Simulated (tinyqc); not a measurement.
# Frequency dispersion of an accumulation capacitance by border traps, distributed model, step by step

Program tinyqc, `OMP_NUM_THREADS=1 python tinyqc.py 2202194 2202195 out.jsonl`; Intel Xeon 2.30GHz, shared host, one thread, about 0.7 s. Printed values are rounded.

Traps spread evenly through the insulator exchange electrons with the semiconductor by tunnelling, with tau(x) = t0 exp(2 ka x) at depth x from the interface. The admittance per area Y seen at depth x obeys dY/dx = -Y^2/(i w eps0 eox) + q Nb ln(1 + i w tau)/tau, with Y(0) = i w Cs and w = 2 pi f; the gate sees Y(tox) = G + i w C. Working variable y = Y/(i w), in uF/cm^2. Cox = eps0 eox/tox.

Inputs (values chosen for the exercise); permittivity close to that of silicon dioxide:
- eox = 3.74 (relative permittivity of the insulator)
- tox = 11 nm (insulator thickness)
- Cs = 0.53 uF/cm^2 (semiconductor capacitance in accumulation)
- Nb = 1.6e19 cm^-3 eV^-1 (density of border traps)
- ka = 4.4 1/nm (decay constant of the wave function in the insulator)
- t0 = 1e-10 s (time constant of a trap at the interface)
- f = 10000 Hz (frequency)
- xe = 1.9 nm (depth down to which the steps are taken)

Constants: q = 1.602176634e-19 C, eps0 = 8.8541878128e-14 F/cm where lengths are in cm. Results are converted to the units shown.

## Scales and lumped estimate

Cox; trap-free value 1/(1/Cox + 1/Cs); response depth d = ln(1/(w t0))/(2 ka), where w tau = 1; lumped estimate: all traps within d act as C_bt = q Nb d placed at d/2, so C = 1/{1/[1/(1/Cs + d/(2 eps0 eox)) + C_bt] + (tox - d/2)/(eps0 eox)}.

Cox = 0.3010424 uF/cm^2
trap-free C = 0.1919908 uF/cm^2
d = 1.361095 nm
C_bt = 0.3489143 uF/cm^2
lumped C = 0.2311776 uF/cm^2

The traps within reach amount to 0.658 Cs and lie in the first 12.4 % of the insulator.

## Midpoint steps through the active depth

In terms of y: dy/dx = -y^2/(eps0 eox) + s(x), s = q Nb ln(1 + z)/z, z = i w tau. 11 midpoint steps of h = xe/11: y_half = y + (h/2) y'(x, y), y(new) = y + h y'(x + h/2, y_half).

```
point	x (nm)	s (uF/(cm^2 nm))	y (uF/cm^2)
0	0	0.2563483-0.0000008i	0.5300000+0.0000000i
1	0.1727273	0.2563483-0.0000037i	0.5587960-0.0000003i
2	0.3454545	0.2563483-0.0000168i	0.5859611-0.0000016i
3	0.5181818	0.2563482-0.0000770i	0.6115151-0.0000076i
4	0.6909091	0.2563476-0.0003520i	0.6354898-0.0000352i
5	0.8636364	0.2563348-0.0016091i	0.6579263-0.0001608i
6	1.036364	0.2560672-0.0073457i	0.6788648-0.0007344i
7	1.209091	0.2506937-0.0325332i	0.6981641-0.0033351i
8	1.381818	0.1871429-0.0952773i	0.7124350-0.0136923i
9	1.554545	0.0649651-0.0802977i	0.7064587-0.0295752i
10	1.727273	0.0156436-0.0329349i	0.6866403-0.0362987i
11	1.9	0.0034910-0.0105985i	0.6641792-0.0369182i
```

## Capacitance and conductance at the gate

y at xe = 0.6641792-0.0369182i uF/cm^2

Beyond xe the traps are ignored, so 1/y(tox) = 1/y(xe) + (tox - xe)/(eps0 eox); C = Re y, G/w = -Im y, loss tangent G/(w C).

y at the gate = 0.2352584-0.0046194i uF/cm^2
C = 0.2352584 uF/cm^2
G/w = 0.004619430 uF/cm^2
loss tangent = 0.01963556

A fine integration over the whole insulator gives C = 0.23540 and G/w = 0.004802 uF/cm^2; the coarse G/w is 3.8 % below that. The fine C is 23 % above the trap-free value, and the lumped estimate is 1.8 % below the fine result.
